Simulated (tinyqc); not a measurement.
Elastic strain and critical thickness of a cubic alloy layer A(1-x)B(x) on a thick substrate: one step, computed by the program tinyqc.

Strain is positive in tension. The layer is coherent with the substrate unless said otherwise.

Question. Alloy by Vegard's rule, and misfit. a = (1 - x) a_A + x a_B, the same rule for each C_ij; misfit f = (a_S - a)/a, the in-plane strain of the coherent layer.

Inputs (values chosen for the exercise, for a model alloy): fraction x of B = 0.68; lattice constant a_A = 5.658 angstrom; lattice constant a_B = 5.431 angstrom; substrate lattice constant a_S = 5.666 angstrom.

C11, C12, C44 of A (GPa): [129.8, 52.27, 64.79]

C11, C12, C44 of B (GPa): [184.9, 67.17, 75.9]

Give: free lattice constant a; elastic constants; misfit f.

Answer.

free lattice constant a = 5.50364 angstrom

elastic constants (GPa): C11 167.2680, C12 62.4020, C44 72.3448

misfit f = 0.029500

The layer is stretched in the plane by 2.95 %.
